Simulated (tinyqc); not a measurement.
Inside a calculation. Method: CCSD on RHF in the 6-311g basis, for H2, spin multiplicity 1. Computed by tinyqc, a small Python program that keeps every step (integrals from PySCF). Settings: charge = 0, multiplicity = 1, basis = 6-311g, method = RHF, energy threshold = 1e-10, iteration cap = 74, orthogonalisation = symmetric, start = Wolfsberg-Helmholz matrix, DIIS depth = 6, amplitude equations = CCSD, DIIS depth for amplitudes = 6, cap on updates = 53. Command: `OMP_NUM_THREADS=1 python tinyqc.py 31126 31127 out.jsonl` (the two numbers bound the seeds that draw the settings). One thread of a shared host (Intel(R) Xeon(R) Processor @ 2.60GHz), about 0.2 s of CPU time with the checks. Later iterations appear only in the table of the cycle.

## One-electron integrals

Geometry (angstrom):
```
atom,x,y,z
H,0.000000,0.000000,0.000000
H,0.000000,0.000000,0.693000
```

Basis 6-311g: exponents (1/bohr^2) and contraction coefficients of normalised primitives:
```
element,l (shell),exponent,coefficient
H,s (1),33.865000,0.025494
H,s (1),5.094790,0.190373
H,s (1),1.158790,0.852161
H,s (2),0.325840,1.000000
H,s (3),0.102741,1.000000
```

Overlap, kinetic and nuclear-attraction integrals over the contracted functions; the nuclear repulsion is the sum of Za Zb / Rab.

nuclear repulsion = 0.76360348 hartree

overlap S:
```
,1H 1s,1H 2s,1H 3s,2H 1s,2H 2s,2H 3s
1H 1s,1.000000,0.706377,0.373664,0.314693,0.453085,0.317559
1H 2s,0.706377,1.000000,0.788963,0.453085,0.756231,0.690046
1H 3s,0.373664,0.788963,1.000000,0.317559,0.690046,0.915669
2H 1s,0.314693,0.453085,0.317559,1.000000,0.706377,0.373664
2H 2s,0.453085,0.756231,0.690046,0.706377,1.000000,0.788963
2H 3s,0.317559,0.690046,0.915669,0.373664,0.788963,1.000000
```

kinetic energy T (hartree):
```
,1H 1s,1H 2s,1H 3s,2H 1s,2H 2s,2H 3s
1H 1s,2.304348,0.549119,0.106346,0.139703,0.247325,0.080569
1H 2s,0.549119,0.488760,0.184881,0.247325,0.300767,0.147261
1H 3s,0.106346,0.184881,0.154112,0.080569,0.147261,0.132827
2H 1s,0.139703,0.247325,0.080569,2.304348,0.549119,0.106346
2H 2s,0.247325,0.300767,0.147261,0.549119,0.488760,0.184881
2H 3s,0.080569,0.147261,0.132827,0.106346,0.184881,0.154112
```

nuclear attraction V (hartree):
```
,1H 1s,1H 2s,1H 3s,2H 1s,2H 2s,2H 3s
1H 1s,-2.872032,-1.588339,-0.790449,-0.854074,-1.057272,-0.684510
1H 2s,-1.588339,-1.571501,-1.049509,-1.057272,-1.259470,-0.948549
1H 3s,-0.790449,-1.049509,-0.968761,-0.684510,-0.948549,-0.909925
2H 1s,-0.854074,-1.057272,-0.684510,-2.872032,-1.588339,-0.790449
2H 2s,-1.057272,-1.259470,-0.948549,-1.588339,-1.571501,-1.049509
2H 3s,-0.684510,-0.948549,-0.909925,-0.790449,-1.049509,-0.968761
```

core Hamiltonian H = T + V (hartree):
```
,1H 1s,1H 2s,1H 3s,2H 1s,2H 2s,2H 3s
1H 1s,-0.567684,-1.039220,-0.684103,-0.714371,-0.809947,-0.603941
1H 2s,-1.039220,-1.082741,-0.864628,-0.809947,-0.958704,-0.801288
1H 3s,-0.684103,-0.864628,-0.814649,-0.603941,-0.801288,-0.777098
2H 1s,-0.714371,-0.809947,-0.603941,-0.567684,-1.039220,-0.684103
2H 2s,-0.809947,-0.958704,-0.801288,-1.039220,-1.082741,-0.864628
2H 3s,-0.603941,-0.801288,-0.777098,-0.684103,-0.864628,-0.814649
```

## Two-electron integrals

Functions are numbered as in S; the eight-fold symmetry (ij|kl) = (ji|kl) = (kl|ij) leaves the list below.

Two-electron integrals (ij|kl) in chemists' order, unique and non-zero (hartree):
```
i,j,k,l,(ij|kl)
1,1,1,1,1.393035
2,1,1,1,0.822971
2,1,2,1,0.509703
2,2,1,1,0.822904
2,2,2,1,0.543028
2,2,2,2,0.644106
3,1,1,1,0.411256
3,1,2,1,0.257757
3,1,2,2,0.279868
3,1,3,1,0.130794
3,2,1,1,0.543681
3,2,2,1,0.365771
3,2,2,2,0.452669
3,2,3,1,0.189803
3,2,3,2,0.325140
3,3,1,1,0.494021
3,3,2,1,0.340115
3,3,2,2,0.445993
3,3,3,1,0.178035
3,3,3,2,0.331779
3,3,3,3,0.361682
4,1,1,1,0.347206
4,1,2,1,0.218424
4,1,2,2,0.237461
4,1,3,1,0.110894
4,1,3,2,0.160867
4,1,3,3,0.150543
4,1,4,1,0.124158
4,2,1,1,0.374214
4,2,2,1,0.248856
4,2,2,2,0.296997
4,2,3,1,0.128474
4,2,3,2,0.208514
4,2,3,3,0.204491
4,2,4,1,0.151269
4,2,4,2,0.208174
4,3,1,1,0.235165
4,3,2,1,0.158585
4,3,2,2,0.195012
4,3,3,1,0.082276
4,3,3,2,0.138879
4,3,3,3,0.139091
4,3,4,1,0.097138
4,3,4,2,0.139045
4,3,4,3,0.094385
4,4,1,1,0.740465
4,4,2,1,0.505485
4,4,2,2,0.628196
4,4,3,1,0.263005
4,4,3,2,0.446885
4,4,3,3,0.444814
4,4,4,1,0.347206
4,4,4,2,0.513509
4,4,4,3,0.348309
4,4,4,4,1.393035
5,1,1,1,0.513509
5,1,2,1,0.319942
5,1,2,2,0.344049
5,1,3,1,0.162069
5,1,3,2,0.232503
5,1,3,3,0.217090
5,1,4,1,0.151269
5,1,4,2,0.177258
5,1,4,3,0.113491
5,1,4,4,0.374214
5,1,5,1,0.208174
5,2,1,1,0.577921
5,2,2,1,0.384864
5,2,2,2,0.465330
5,2,3,1,0.198977
5,2,3,2,0.330084
5,2,3,3,0.329892
5,2,4,1,0.192707
5,2,4,2,0.256851
5,2,4,3,0.171915
5,2,4,4,0.577921
5,2,5,1,0.256851
5,2,5,2,0.368355
5,3,1,1,0.422804
5,3,2,1,0.287421
5,3,2,2,0.364541
5,3,3,1,0.149717
5,3,3,2,0.265460
5,3,3,3,0.277397
5,3,4,1,0.145959
5,3,4,2,0.204906
5,3,4,3,0.140349
5,3,4,4,0.469743
5,3,5,1,0.193293
5,3,5,2,0.296433
5,3,5,3,0.248721
5,4,1,1,0.505485
5,4,2,1,0.343387
5,4,2,2,0.427436
5,4,3,1,0.178557
5,4,3,2,0.305732
5,4,3,3,0.307782
5,4,4,1,0.218424
5,4,4,2,0.319942
5,4,4,3,0.218455
5,4,4,4,0.822971
5,4,5,1,0.248856
5,4,5,2,0.384864
5,4,5,3,0.316384
5,4,5,4,0.509703
5,5,1,1,0.628196
5,5,2,1,0.427436
5,5,2,2,0.541831
5,5,3,1,0.222678
5,5,3,2,0.393800
5,5,3,3,0.409170
5,5,4,1,0.237461
5,5,4,2,0.344049
5,5,4,3,0.237460
5,5,4,4,0.822904
5,5,5,1,0.296997
5,5,5,2,0.465330
5,5,5,3,0.392578
5,5,5,4,0.543028
5,5,5,5,0.644106
6,1,1,1,0.348309
6,1,2,1,0.218455
6,1,2,2,0.237460
6,1,3,1,0.110873
6,1,3,2,0.161110
6,1,3,3,0.151203
6,1,4,1,0.097138
6,1,4,2,0.113491
6,1,4,3,0.072780
6,1,4,4,0.235165
6,1,5,1,0.139045
6,1,5,2,0.171915
6,1,5,3,0.129630
6,1,5,4,0.158585
6,1,5,5,0.195012
6,1,6,1,0.094385
6,2,1,1,0.469743
6,2,2,1,0.316384
6,2,2,2,0.392578
6,2,3,1,0.164243
6,2,3,2,0.282386
6,2,3,3,0.288863
6,2,4,1,0.145959
6,2,4,2,0.193293
6,2,4,3,0.129630
6,2,4,4,0.422804
6,2,5,1,0.204906
6,2,5,2,0.296433
6,2,5,3,0.240706
6,2,5,4,0.287421
6,2,5,5,0.364541
6,2,6,1,0.140349
6,2,6,2,0.248721
6,3,1,1,0.440261
6,3,2,1,0.303511
6,3,2,2,0.399444
6,3,3,1,0.158958
6,3,3,2,0.297876
6,3,3,3,0.326382
6,3,4,1,0.141577
6,3,4,2,0.197842
6,3,4,3,0.136034
6,3,4,4,0.440261
6,3,5,1,0.197842
6,3,5,2,0.308831
6,3,5,3,0.264288
6,3,5,4,0.303511
6,3,5,5,0.399444
6,3,6,1,0.136034
6,3,6,2,0.264288
6,3,6,3,0.303252
6,4,1,1,0.263005
6,4,2,1,0.178557
6,4,2,2,0.222678
6,4,3,1,0.092855
6,4,3,2,0.159633
6,4,3,3,0.161430
6,4,4,1,0.110894
6,4,4,2,0.162069
6,4,4,3,0.110873
6,4,4,4,0.411256
6,4,5,1,0.128474
6,4,5,2,0.198977
6,4,5,3,0.164243
6,4,5,4,0.257757
6,4,5,5,0.279868
6,4,6,1,0.082276
6,4,6,2,0.149717
6,4,6,3,0.158958
6,4,6,4,0.130794
6,5,1,1,0.446885
6,5,2,1,0.305732
6,5,2,2,0.393800
6,5,3,1,0.159633
6,5,3,2,0.289342
6,5,3,3,0.307216
6,5,4,1,0.160867
6,5,4,2,0.232503
6,5,4,3,0.161110
6,5,4,4,0.543681
6,5,5,1,0.208514
6,5,5,2,0.330084
6,5,5,3,0.282386
6,5,5,4,0.365771
6,5,5,5,0.452669
6,5,6,1,0.138879
6,5,6,2,0.265460
6,5,6,3,0.297876
6,5,6,4,0.189803
6,5,6,5,0.325140
6,6,1,1,0.444814
6,6,2,1,0.307782
6,6,2,2,0.409170
6,6,3,1,0.161430
6,6,3,2,0.307216
6,6,3,3,0.341517
6,6,4,1,0.150543
6,6,4,2,0.217090
6,6,4,3,0.151203
6,6,4,4,0.494021
6,6,5,1,0.204491
6,6,5,2,0.329892
6,6,5,3,0.288863
6,6,5,4,0.340115
6,6,5,5,0.445993
6,6,6,1,0.139091
6,6,6,2,0.277397
6,6,6,3,0.326382
6,6,6,4,0.178035
6,6,6,5,0.331779
6,6,6,6,0.361682
```

## Orthogonalisation

S = U s U^T; symmetric (Loewdin) form X = U s^(-1/2) U^T, so that X^T S X = 1.

eigenvalues of S: 0.028670  0.144600  0.172459  0.812278  0.878528  3.963465

X:
```
,1H 1s,1H 2s,1H 3s,2H 1s,2H 2s,2H 3s
1H 1s,1.378218,-0.747527,0.217708,-0.051266,0.009753,-0.037963
1H 2s,-0.747527,2.466335,-1.194409,0.009753,-0.747362,0.450157
1H 3s,0.217708,-1.194409,2.966639,-0.037963,0.450157,-1.813609
2H 1s,-0.051266,0.009753,-0.037963,1.378218,-0.747527,0.217708
2H 2s,0.009753,-0.747362,0.450157,-0.747527,2.466335,-1.194409
2H 3s,-0.037963,0.450157,-1.813609,0.217708,-1.194409,2.966639
```

## Starting guess

The start is the generalised Wolfsberg-Helmholz matrix (K = 1.75) built on H; D = 2 C_occ C_occ^T.

D at the start:
```
,1H 1s,1H 2s,1H 3s,2H 1s,2H 2s,2H 3s
1H 1s,0.004792,-0.041217,-0.015434,0.004792,-0.041217,-0.015434
1H 2s,-0.041217,0.354549,0.132762,-0.041217,0.354549,0.132762
1H 3s,-0.015434,0.132762,0.049713,-0.015434,0.132762,0.049713
2H 1s,0.004792,-0.041217,-0.015434,0.004792,-0.041217,-0.015434
2H 2s,-0.041217,0.354549,0.132762,-0.041217,0.354549,0.132762
2H 3s,-0.015434,0.132762,0.049713,-0.015434,0.132762,0.049713
```

## Iteration 1: building the Fock matrix

J_ij = sum D_kl (ij|kl), K_ij = sum D_kl (ik|jl); F = H + J - 0.5 K; E = tr D H + tr D J / 2 - 0.25 tr D K + E_nn.

Coulomb J (hartree):
```
,1H 1s,1H 2s,1H 3s,2H 1s,2H 2s,2H 3s
1H 1s,1.306785,0.884135,0.459609,0.427738,0.583154,0.395240
1H 2s,0.884135,1.105980,0.798717,0.583154,0.866070,0.713535
1H 3s,0.459609,0.798717,0.822897,0.395240,0.713535,0.768082
2H 1s,0.427738,0.583154,0.395240,1.306785,0.884135,0.459609
2H 2s,0.583154,0.866070,0.713535,0.884135,1.105980,0.798717
2H 3s,0.395240,0.713535,0.768082,0.459609,0.798717,0.822897
```

exchange K (hartree):
```
,1H 1s,1H 2s,1H 3s,2H 1s,2H 2s,2H 3s
1H 1s,0.550093,0.689997,0.535840,0.413918,0.614905,0.513462
1H 2s,0.689997,0.986544,0.814271,0.614905,0.930381,0.794781
1H 3s,0.535840,0.814271,0.700191,0.513462,0.794781,0.692648
2H 1s,0.413918,0.614905,0.513462,0.550093,0.689997,0.535840
2H 2s,0.614905,0.930381,0.794781,0.689997,0.986544,0.814271
2H 3s,0.513462,0.794781,0.692648,0.535840,0.814271,0.700191
```

Fock matrix F (hartree):
```
,1H 1s,1H 2s,1H 3s,2H 1s,2H 2s,2H 3s
1H 1s,0.464055,-0.500084,-0.492414,-0.493592,-0.534245,-0.465432
1H 2s,-0.500084,-0.470034,-0.473046,-0.534245,-0.557824,-0.485143
1H 3s,-0.492414,-0.473046,-0.341848,-0.465432,-0.485143,-0.355340
2H 1s,-0.493592,-0.534245,-0.465432,0.464055,-0.500084,-0.492414
2H 2s,-0.534245,-0.557824,-0.485143,-0.500084,-0.470034,-0.473046
2H 3s,-0.465432,-0.485143,-0.355340,-0.492414,-0.473046,-0.341848
```

total energy of this density = -0.83442865 hartree

## Iteration 1: diagonalisation and new density

Diagonalise F' = X^T F X, C = X C', fill 1 alpha and 1 beta electrons from the bottom; D = 2 C_occ C_occ^T. Each column has its largest component positive (the first on a tie).

F' = X^T F X (hartree):
```
,1,2,3,4,5,6
1,1.549072,-1.115798,0.021717,-0.360668,-0.129983,-0.132164
2,-1.115798,0.857449,-0.407278,-0.129983,-0.273563,-0.050007
3,0.021717,-0.407278,0.175246,-0.132164,-0.050007,-0.148203
4,-0.360668,-0.129983,-0.132164,1.549072,-1.115798,0.021717
5,-0.129983,-0.273563,-0.050007,-1.115798,0.857449,-0.407278
6,-0.132164,-0.050007,-0.148203,0.021717,-0.407278,0.175246
```

orbital energies (hartree): MO1 -0.665298, MO2 0.142203, MO3 0.278196, MO4 0.594544, MO5 2.186435, MO6 2.627454

coefficients C:
```
,MO1,MO2,MO3,MO4,MO5,MO6
1H 1s,0.172347,0.091614,-0.076203,-0.109219,-1.064519,-1.149265
1H 2s,0.297568,0.086582,-0.679290,-1.795176,1.215139,1.890187
1H 3s,0.135371,2.249524,0.827585,2.468123,-0.504604,-1.287780
2H 1s,0.172347,-0.091614,-0.076203,0.109219,-1.064519,1.149265
2H 2s,0.297568,-0.086582,-0.679290,1.795176,1.215139,-1.890187
2H 3s,0.135371,-2.249524,0.827585,-2.468123,-0.504604,1.287780
```

D after iteration 1:
```
,1H 1s,1H 2s,1H 3s,2H 1s,2H 2s,2H 3s
1H 1s,0.059407,0.102570,0.046662,0.059407,0.102570,0.046662
1H 2s,0.102570,0.177093,0.080564,0.102570,0.177093,0.080564
1H 3s,0.046662,0.080564,0.036651,0.046662,0.080564,0.036651
2H 1s,0.059407,0.102570,0.046662,0.059407,0.102570,0.046662
2H 2s,0.102570,0.177093,0.080564,0.102570,0.177093,0.080564
2H 3s,0.046662,0.080564,0.036651,0.046662,0.080564,0.036651
```

## Iteration 6 (converged): orbitals

converged F (hartree):
```
,1H 1s,1H 2s,1H 3s,2H 1s,2H 2s,2H 3s
1H 1s,0.541791,-0.480752,-0.486227,-0.551660,-0.550168,-0.466260
1H 2s,-0.480752,-0.391461,-0.394722,-0.550168,-0.500178,-0.413028
1H 3s,-0.486227,-0.394722,-0.254245,-0.466260,-0.413028,-0.270024
2H 1s,-0.551660,-0.550168,-0.466260,0.541791,-0.480752,-0.486227
2H 2s,-0.550168,-0.500178,-0.413028,-0.480752,-0.391461,-0.394722
2H 3s,-0.466260,-0.413028,-0.270024,-0.486227,-0.394722,-0.254245
```

As before.

F' = X^T F X (hartree):
```
,1,2,3,4,5,6
1,1.692269,-1.167879,0.013652,-0.433520,-0.160329,-0.152318
2,-1.167879,0.958320,-0.379422,-0.160329,-0.253126,-0.023981
3,0.013652,-0.379422,0.203605,-0.152318,-0.023981,-0.127467
4,-0.433520,-0.160329,-0.152318,1.692269,-1.167879,0.013652
5,-0.160329,-0.253126,-0.023981,-1.167879,0.958320,-0.379422
6,-0.152318,-0.023981,-0.127467,0.013652,-0.379422,0.203605
```

orbital energies (hartree): MO1 -0.610765, MO2 0.175751, MO3 0.302385, MO4 0.672870, MO5 2.348461, MO6 2.819687

coefficients C:
```
,MO1,MO2,MO3,MO4,MO5,MO6
1H 1s,0.198992,0.076788,-0.051427,-0.085469,-1.061352,-1.152359
1H 2s,0.291309,-0.063318,-0.691436,-1.846695,1.209793,1.840833
1H 3s,0.120301,2.452020,0.840453,2.295647,-0.486842,-1.236110
2H 1s,0.198992,-0.076788,-0.051427,0.085469,-1.061352,1.152359
2H 2s,0.291309,0.063318,-0.691436,1.846695,1.209793,-1.840833
2H 3s,0.120301,-2.452020,0.840453,-2.295647,-0.486842,1.236110
```

D after iteration 6:
```
,1H 1s,1H 2s,1H 3s,2H 1s,2H 2s,2H 3s
1H 1s,0.079195,0.115936,0.047878,0.079195,0.115936,0.047878
1H 2s,0.115936,0.169722,0.070090,0.115936,0.169722,0.070090
1H 3s,0.047878,0.070090,0.028945,0.047878,0.070090,0.028945
2H 1s,0.079195,0.115936,0.047878,0.079195,0.115936,0.047878
2H 2s,0.115936,0.169722,0.070090,0.115936,0.169722,0.070090
2H 3s,0.047878,0.070090,0.028945,0.047878,0.070090,0.028945
```

## Convergence

Stop when the energy changes by less than 1e-10 hartree and every element of the error matrix X^T (F D S - S D F) X is below 3e-06.

Course of the cycle:
```
iteration,E (hartree),change,largest element of the error matrix
1,-0.83442865,-,4.31e-01
2,-1.12246309,-2.88e-01,5.42e-02
3,-1.12687334,-4.41e-03,1.55e-03
4,-1.12688117,-7.83e-06,2.17e-04
5,-1.12688135,-1.85e-07,2.08e-07
6,-1.12688135,-1.62e-13,8.73e-08
```

PySCF RHF in the same basis = -1.12688135 hartree

Converged in 6 iterations.

## Populations, bond orders and dipole

Mulliken: Z minus the diagonal of D S on the atom; Loewdin: the same with S^(1/2) D S^(1/2); Mayer order: 2 sum_s sum (D(s) S)_ij (D(s) S)_ji over the two atoms.

Charges (e):
```
atom,Mulliken,Loewdin
1H,0,0
2H,0,0
```

Mayer bond orders:
```
pair,order
2-1,1.000000
```

dipole moment about the origin, x y z (debye): 0.000000  0.000000  0.000000

## Integrals over molecular orbitals

(pq|rs) = sum C_ip C_jq C_kr C_ls (ij|kl), one index at a time.

one-electron integrals over orbitals h = C^T H C (hartree):
```
,1,2,3,4,5,6
1,-1.279720,0.000000,0.137517,0.000000,0.108303,0.000000
2,0.000000,-0.467393,0.000000,0.206231,0.000000,0.018830
3,0.137517,0.000000,-0.375385,0.000000,-0.181873,0.000000
4,0.000000,0.206231,0.000000,-0.247410,0.000000,-0.235658
5,0.108303,0.000000,-0.181873,0.000000,1.141369,0.000000
6,0.000000,0.018830,0.000000,-0.235658,0.000000,1.499381
```

Two-electron integrals over orbitals (pq|rs), unique and non-zero (hartree):
```
p,q,r,s,(pq|rs)
1,1,1,1,0.668954
2,1,2,1,0.040239
2,2,1,1,0.341692
2,2,2,2,0.294433
3,1,1,1,-0.137517
3,1,2,2,-0.021761
3,1,3,1,0.054558
3,2,2,1,0.023969
3,2,3,2,0.042517
3,3,1,1,0.366164
3,3,2,2,0.272201
3,3,3,1,-0.034351
3,3,3,3,0.282070
4,1,2,1,-0.058692
4,1,3,2,-0.012282
4,1,4,1,0.105281
4,2,1,1,-0.132462
4,2,2,2,-0.040923
4,2,3,1,0.035769
4,2,3,3,-0.043761
4,2,4,2,0.049798
4,3,2,1,0.024842
4,3,3,2,0.017340
4,3,4,1,-0.037070
4,3,4,3,0.022070
4,4,1,1,0.512780
4,4,2,2,0.323595
4,4,3,1,-0.080837
4,4,3,3,0.315701
4,4,4,2,-0.101137
4,4,4,4,0.445657
5,1,1,1,-0.108303
5,1,2,2,-0.007834
5,1,3,1,0.055353
5,1,3,3,-0.024788
5,1,4,2,0.022144
5,1,4,4,-0.055422
5,1,5,1,0.097481
5,2,2,1,0.002306
5,2,3,2,0.001511
5,2,4,1,-0.000439
5,2,4,3,-0.005547
5,2,5,2,0.009151
5,3,1,1,0.118613
5,3,2,2,0.028640
5,3,3,1,-0.041138
5,3,3,3,0.036197
5,3,4,2,-0.032419
5,3,4,4,0.074157
5,3,5,1,-0.048808
5,3,5,3,0.038682
5,4,2,1,-0.003656
5,4,3,2,-0.021088
5,4,4,1,-0.012565
5,4,4,3,0.004204
5,4,5,2,-0.013367
5,4,5,4,0.036161
5,5,1,1,0.652286
5,5,2,2,0.330735
5,5,3,1,-0.136389
5,5,3,3,0.359812
5,5,4,2,-0.124338
5,5,4,4,0.494320
5,5,5,1,-0.135285
5,5,5,3,0.127130
5,5,5,5,0.672786
6,1,2,1,-0.028332
6,1,3,2,0.011796
6,1,4,1,0.070179
6,1,4,3,-0.030102
6,1,5,2,0.019627
6,1,5,4,-0.050219
6,1,6,1,0.104157
6,2,1,1,-0.023581
6,2,2,2,0.011858
6,2,3,1,0.019102
6,2,3,3,0.000951
6,2,4,2,0.000777
6,2,4,4,-0.005419
6,2,5,1,0.032458
6,2,5,3,-0.012617
6,2,5,5,-0.033154
6,2,6,2,0.017754
6,3,2,1,0.027069
6,3,3,2,0.002164
6,3,4,1,-0.051626
6,3,4,3,0.018557
6,3,5,2,-0.004445
6,3,5,4,0.018803
6,3,6,1,-0.051675
6,3,6,3,0.033093
6,4,1,1,0.152919
6,4,2,2,0.020478
6,4,3,1,-0.061740
6,4,3,3,0.041356
6,4,4,2,-0.039224
6,4,4,4,0.090759
6,4,5,1,-0.080546
6,4,5,3,0.051154
6,4,5,5,0.167888
6,4,6,2,-0.031102
6,4,6,4,0.089128
6,5,2,1,0.070090
6,5,3,2,0.013160
6,5,4,1,-0.129303
6,5,4,3,0.053259
6,5,5,2,-0.017491
6,5,5,4,0.050420
6,5,6,1,-0.138261
6,5,6,3,0.084115
6,5,6,5,0.230622
6,6,1,1,0.712232
6,6,2,2,0.350356
6,6,3,1,-0.162682
6,6,3,3,0.373698
6,6,4,2,-0.145372
6,6,4,4,0.546633
6,6,5,1,-0.184674
6,6,5,3,0.152911
6,6,5,5,0.745301
6,6,6,2,-0.047554
6,6,6,4,0.213517
6,6,6,6,0.864331
```

## CCSD: starting amplitudes

t_ij^ab = <ij||ab> / (e_i + e_j - e_a - e_b), whose energy is MP2.

Starting amplitudes (spin orbitals 1a, 1b, ...; amplitudes related by a flip of all spins are not repeated):
```
from,to,t
1a 1b,4a 4b,-0.041009
1a 1b,3a 3b,-0.029874
1a 1b,2a 4b,0.028351
1a 1b,2a 2b,-0.025581
1a 1b,5a 5b,-0.016471
1a 1b,6a 6b,-0.015181
1a 1b,4a 6b,-0.014887
1a 1b,3a 5b,-0.014294
1a 1b,2a 6b,0.006719
```

correlation energy = -0.01754415 hartree

## CCSD: amplitude update 1

t_i^a D_i^a and t_ij^ab D_ij^ab are set to the remaining terms of the spin-orbital equations, evaluated with the old amplitudes; for the doubles these are <ij||ab> + 1/2 <ab||ef> t_ij^ef + 1/2 <mn||ij> t_mn^ab + P(ij)P(ab) <mb||ej> t_im^ae + terms in t^2 + terms with t1, D the orbital-energy denominators.

Amplitudes after update 1 (spin orbitals 1a, 1b, ...; amplitudes related by a flip of all spins are not repeated):
```
from,to,t
1a 1b,4a 4b,-0.054562
1a 1b,2a 4b,0.039614
1a 1b,3a 3b,-0.037021
1a 1b,2a 2b,-0.034352
1a 1b,4a 6b,-0.018490
1a 1b,5a 5b,-0.018172
1a 1b,3a 5b,-0.017762
1a 1b,6a 6b,-0.015728
1a 1b,2a 6b,0.009391
1a,5a,-0.002727
1a,3a,-0.000703
```

correlation energy = -0.02229893 hartree

## CCSD: amplitude update 2

As before.

Amplitudes after update 2 (spin orbitals 1a, 1b, ...; amplitudes related by a flip of all spins are not repeated):
```
from,to,t
1a 1b,4a 4b,-0.059209
1a 1b,2a 4b,0.043878
1a 1b,3a 3b,-0.038769
1a 1b,2a 2b,-0.037745
1a 1b,4a 6b,-0.019562
1a 1b,3a 5b,-0.018609
1a 1b,5a 5b,-0.018278
1a 1b,6a 6b,-0.015448
1a 1b,2a 6b,0.010557
1a,5a,-0.003661
1a,3a,-0.000971
```

correlation energy = -0.02381132 hartree

## CCSD: convergence

E_corr = 1/4 sum <ij||ab> t_ij^ab + 1/2 sum <ij||ab> t_i^a t_j^b; stop when the norm of the change is below 1e-8.

Course of the amplitude iterations:
```
update,correlation energy (hartree),norm of the change
0,-0.01754415,-
1,-0.02229893,5.05e-02
2,-0.02381132,1.78e-02
3,-0.02461775,6.53e-03
4,-0.02460909,3.49e-04
5,-0.02460969,2.46e-05
6,-0.02460961,4.07e-06
7,-0.02460968,6.42e-07
8,-0.02460967,7.06e-08
9,-0.02460967,4.73e-09
```

Converged amplitudes (spin orbitals 1a, 1b, ...; amplitudes related by a flip of all spins are not repeated):
```
from,to,t
1a 1b,4a 4b,-0.061712
1a 1b,2a 4b,0.046491
1a 1b,2a 2b,-0.039977
1a 1b,3a 3b,-0.039250
1a 1b,4a 6b,-0.020088
1a 1b,3a 5b,-0.018845
1a 1b,5a 5b,-0.018206
1a 1b,6a 6b,-0.015209
1a 1b,2a 6b,0.011345
1a,5a,-0.004050
1a,3a,-0.001255
```

CCSD total energy = -1.15149102 hartree

T1 diagnostic, norm of the one-spin t1 over sqrt(correlated electrons) = 0.002998

Converged in 9 updates, with DIIS from the third.
